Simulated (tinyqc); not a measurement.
Length offset and series resistance from crossing lines.

Inverse problem. R_total = Rs + k (L - dL)/Vo with constant Rs, dL and k. Find k, dL and Rs.

R_total at (L, Vo) = (50, 0.38), (150, 0.38), (50, 0.78) and (150, 0.78), L in nm and Vo in V (ohm um): 237.10526  631.84211  164.23077  356.53846

Answer. At each overdrive R is a straight line in L with slope k/Vo; the two lines cross at L = dL, R = Rs.

k = 1.500 ohm um V/nm
dL = 14.00 nm
Rs = 95.00 ohm um

Program tinyqc, `OMP_NUM_THREADS=1 python tinyqc.py 2282153 2282154 out.jsonl`; Intel Xeon 2.30GHz, shared host, one thread, about 0.03 s.
